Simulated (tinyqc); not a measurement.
Temperature and isotope dependence of a band gap in oscillator models: sweeps and comparisons. A value that a table varies takes the place of the one given here.

E(T) = E0 - sum_i sl_i th_i n_i(T), n = 1/(exp(th/T) - 1). The same coupling lowers the gap at 0 K by the zero-point term ZP = sum_i sl_i th_i/2, so the gap of the static lattice is E0 + ZP. Thermal expansion is taken as part of the slopes.

Two-parameter forms are made to pass through the falls at the two temperatures T12: Varshni aV T^2/(T + bV), from the line T^2/fall = (T + bV)/aV; one oscillator s1 t1/(exp(t1/T) - 1), with t1 from the ratio of the falls.

Constants: kB = 8.617333262e-05 eV/K; hbar^2/2m0 = 3.80998211 eV angstrom^2.

Values chosen for the exercise (near those of GaN; not measured data): E0 = 3.518 eV (gap at 0 K); th = (237, 781) K (temperatures of two oscillators); sl = (0.1172, 0.4998) meV/K (their high-temperature slopes); T12 = (450, 1160) K (temperatures of the fits); mm = 0.54 m0 (geometric mean of the density-of-states masses); T = 77 K (temperature).

## How far the fits carry

Falls of the gap from E0, and errors of the two fits against the model.

Results:
```
T (K)  fall (meV)  Varshni - model (meV)  one oscillator - model (meV)  fall/ZP
20           0.00                   0.37                          0.00    0.000
50           0.24                   1.97                         -0.24    0.001
100          3.02                   5.37                         -2.38    0.014
200         20.26                  10.07                         -3.78    0.097
300         54.29                   7.92                         -2.09    0.260
400         98.91                   2.71                         -0.55    0.473
600        203.24                  -6.48                          0.95    0.972
800        316.49                  -9.51                          1.13    1.514
```

Below the first fit point the largest errors are +10.07 meV (Varshni, 200 K, on a fall of 20.26 meV) and -3.78 meV (one oscillator, 200 K); a T^2 law cannot freeze out; a single oscillator misses the soft modes. No row lies well beyond the second fit point, so the table does not test extrapolation to high T. The thermal fall equals ZP between 600 and 800 K.

## What the shift does to the intrinsic density

ni = 2 (mm kT/(4 pi c))^(3/2) exp(-E/2kT), c = hbar^2/2m0, with E(T) and with E0; 1 angstrom^-3 = 1e24 cm^-3. Apparent gap from an Arrhenius plot of ni/T^(3/2): E(T) - T dE/dT, dE/dT = -sum sl_i (th_i/T)^2 n_i (1 + n_i).

Results:
```
T (K)  E(T) (eV)  ni (cm^-3)  ni with E(T) / ni with E0  apparent gap (eV)
200       3.4977    4.62e-26                      1.800             3.5506
250       3.4825    5.99e-17                      2.281             3.5683
300       3.4637    8.02e-11                      2.858             3.5848
350       3.4424    2.06e-06                      3.504             3.5992
400       3.4191     0.00443                      4.199             3.6115
500       3.3686         226                      5.661             3.6309
700       3.2588    6.59e+07                      8.571             3.6558
```

Using E0 in place of E(T) understates ni by a factor that rises from 1.80 to 8.57, towards exp(sum sl/2kB) = 35.9. The slope of an Arrhenius plot returns neither E(T) nor E0 but the intercept of the tangent, 3.5848 eV at 300 K, which lies 67 meV above E0 and tends to the static gap 3.7271 eV.

## What each parameter does

Gap at T, slope -sum sl_i (th_i/T)^2 n_i (1 + n_i) and ZP. Each row changes one parameter from the base and keeps the others.

Results:
```
case                         E(T) (eV)  dE/dT (meV/K)  ZP (meV)
base                            3.5166        -0.0582    209.06
T = 117 K                       3.5133        -0.1123    209.06
E0 = 3.528 eV                   3.5266        -0.0582    209.06
th = (237, 937) K               3.5167        -0.0566    248.04
sl = (0.1524, 0.4998) meV/K     3.5162        -0.0751    213.23
```

The largest shifts from the base row, up to three for each result and ties (the steps differ in size, so this ranks the rows, not the parameters). E(T) (eV): E0 +0.0100, T -0.0034, sl -0.0004. dE/dT (meV/K): T -0.0541, sl -0.0169, th +0.0016; unchanged at the printed digits by E0. ZP (meV): th +38.98, sl +4.17; unchanged at the printed digits by T and E0.

Run: tinyqc, `OMP_NUM_THREADS=1 python tinyqc.py 1850112 1850113 out.jsonl`; Intel(R) Xeon(R) Processor @ 2.30GHz, one thread, shared host; about 0.01 s of CPU time with all checks.
